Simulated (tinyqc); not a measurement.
What each parameter does: six-band k.p model of the valence band of a wurtzite crystal.

At k = 0: E1 = D1c + D2c + Te + Le (pure HH); E2, E3 = Le + u +/- sqrt(u^2 + 2 D3c^2), u = (D1c - D2c + Te)/2, D1c = Dcr, D2c = D3c = Dso/3. The weight of LH in state 2 is fL = (E2 - Le)^2/((E2 - Le)^2 + 2 D3c^2). Relative strengths of transitions to the conduction band: for E perpendicular to c (TE) 1/2, fL/2, (1 - fL)/2; for E along c (TM) 0, 1 - fL, fL, with one momentum element for both directions.

Strain of a c-plane layer: exx = eyy = e_par, ezz = -2 (C13/C33) e_par; Le = D1 ezz + D2 (exx + eyy), Te = D3 ezz + D4 (exx + eyy).

Conduction edge: Ec = (top of the unstrained valence band) + Eg + (a1 + D1) ezz + (a2 + D2)(exx + eyy).

Parameters, chosen for this exercise (near those of AlN; not measured data): Dcr = -0.2025 eV (crystal-field splitting); Dso = 0.0197 eV (spin-orbit splitting); Eg = 6.252 eV (direct gap at Gamma from the top of the unstrained valence band); a1 = -3.36 eV (gap potential along c); a2 = -11.75 eV (gap potential in the plane); D1 = -17.3 eV; D2 = 7.87 eV; D3 = 8.67 eV; D4 = -4.08 eV; C13 = 104 GPa; C33 = 382 GPa; e_par = -0.0048 (exx = eyy of a c-plane layer).

Splittings at k = 0 under the strain, fL and the lowest transition.

Results for these values:

| case | E1 - E2 (meV) | E1 - E3 (meV) | fL | lowest transition (eV) |
|---|---|---|---|---|
| base | -134.69 | 13.72 | 0.0039 | 6.3558 |

What happens to each result for D1 = -20.76 eV, all else kept?

Answer: E1 - E2 does not change at the printed digits; E1 - E3 does not change at the printed digits; fL does not change at the printed digits; lowest transition does not change at the printed digits.

The same for each parameter in turn:

| case | E1 - E2 (meV) | E1 - E3 (meV) | fL | lowest transition (eV) |
|---|---|---|---|---|
| base | -134.69 | 13.72 | 0.0039 | 6.3558 |
| a2 = -9.4 eV | -134.69 | 13.72 | 0.0039 | 6.3333 |
| D2 = 9.444 eV | -134.69 | 13.72 | 0.0039 | 6.3558 |
| D4 = -4.896 eV | -126.89 | 13.75 | 0.0044 | 6.3558 |
| C13 = 83.2 GPa | -139.20 | 13.70 | 0.0037 | 6.3576 |
| C33 = 305.6 GPa | -129.05 | 13.74 | 0.0042 | 6.3536 |
| D1 = -20.76 eV | -134.69 | 13.72 | 0.0039 | 6.3558 |
| D3 = 10.404 eV | -130.18 | 13.74 | 0.0042 | 6.3558 |
| e_par = -0.00384 | -147.01 | 13.67 | 0.0034 | 6.3351 |

D1 and D2 shift all valence edges and the conduction edge alike, so they drop out of splittings and transitions.

tinyqc: `OMP_NUM_THREADS=1 python tinyqc.py 1050980 1050981 out.jsonl`; about 0.01 s, one thread, shared Intel(R) Xeon(R) Processor @ 2.30GHz.
